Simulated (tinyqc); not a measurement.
Inside a calculation. Model: Raman line shape of confined optical phonons and breathing modes of small crystals. Computed by tinyqc, a small Python program that keeps every step. Command: `OMP_NUM_THREADS=1 python tinyqc.py 3026216 3026217 out.jsonl confine walk`. One thread of a shared host (Intel(R) Xeon(R) Processor @ 2.30GHz), about 0.02 s of CPU time with the checks. Intermediate numbers are printed to about 6 digits and carried at full precision; extremes and crossings named in words are read from the listed rows.

Confinement in 3 direction(s) lets phonons with q away from zero scatter light. q is in units of 2 pi/a, from 0 to 1, and the branch is isotropic: omega(q)^2 = (omega_0^2 + omega_X^2)/2 + ((omega_0^2 - omega_X^2)/2) cos(pi q). The model and its constant beta are phenomenological; beta = 8 is the common choice.

Inputs (values chosen for the exercise, modelled on silicon):
```
quantity                                value      unit
bulk frequency omega_0                  520.4      1/cm
frequency at the zone boundary omega_X    408      1/cm
natural width Gamma_0                     3.7      1/cm
lattice constant a                      5.431  angstrom
size L                                     13        nm
confinement constant beta                   4         -
probe offset omega - omega_0              -13      1/cm
longitudinal velocity                    9180       m/s
transverse velocity                      5330       m/s
```

Shape: sphere.

Constants: c = 299792458 m/s.

## Range of wave vectors

Weight W(q) = q^2 exp(-(2 L q/a)^2/(2 beta)) dq, that is exp(-k^2 L^2/(2 beta pi^2)) for k = 2 pi q/a. Width q_c = a sqrt(2 beta)/(2 L), where the exponential falls to 1/e; curvature of the branch: omega(q) = omega_0 - c q^2, c = pi^2 (omega_0^2 - omega_X^2)/(8 omega_0); for small q_c the mean of q^2 is (number of confined directions) q_c^2/2, and the mean shift is -c times that.

q_c = 0.0590815 2 pi/a

curvature c = 247.385 1/cm

mean shift, quadratic estimate = -1.29529 1/cm

omega(q_c) - omega_0 = -0.861766 1/cm

## Intensity at one frequency

I(omega) = int W(q) / [(omega - omega(q))^2 + (Gamma_0/2)^2] dq / int W dq x (Gamma_0/2)^2, by 400 Gauss-Legendre points on 0 < q < min(1, 2.5 a sqrt(2 beta)/L). Bulk Lorentzian 1/(1 + (2 offset/Gamma)^2); mean shift = weighted mean of omega(q) less the bulk frequency.

I at the probe offset = 0.0250856

bulk Lorentzian there = 0.0198495

mean shift, from the weights = -1.28868 1/cm

## Peak, width and asymmetry

The peak is the maximum of I; the width is taken between the half-maximum points, and the asymmetry is the low-side half-width over the high-side one.

peak shift = -1.0173 1/cm

full width = 4.6878 1/cm

asymmetry = 1.1944

peak height (bulk = 1) = 0.84519

The peak moves 79 % as far as the mean: the tail on the low side carries the rest. A shift without broadening or asymmetry would point to stress, not size.

## Line shape against size

The formulas are those given above.

Line shape:
```
L (nm)  peak shift (1/cm)  full width (1/cm)  asymmetry  mean shift, quadratic estimate (1/cm)
3                 -10.093             31.533      2.475                               -24.3227
3.6               -7.2893             22.739     2.3876                               -16.8908
4.4               -5.2092             16.191     2.2266                               -11.3071
5.5               -3.6657             11.455     1.9945                               -7.23651
7                 -2.5538              8.258     1.7237                               -4.46744
10                -1.5133             5.6658     1.3741                               -2.18905
15               -0.81076             4.3553     1.1263                              -0.972909
25               -0.33378             3.8196     1.0162                              -0.350247
```

The peak shift falls with exponent -1.78 at the small end and -1.74 at the large end. For still larger L it tends to the mean shift, which goes as 1/L^2; the ratio is 0.41 in the first row and 0.95 in the last. The width exceeds Gamma_0 by over 10 % for L up to 15 nm. In a sphere the factor q^2 removes the weight at q = 0, so the peak itself moves strongly.

## Breathing mode of the free sphere

Lamb: with s = omega R/v_L, R = L/2, the lowest radial mode solves tan(s)/s = 1/(1 - s^2 v_L^2/(4 v_T^2)), s between pi/2 and pi; wavenumber = s v_L/(2 pi c R).

root s = 2.55450

breathing frequency = 574.189 GHz

breathing wavenumber = 19.1529 1/cm

Checks made by the program: mean shift of a large crystal against the quadratic estimate (relative difference 2e-05).
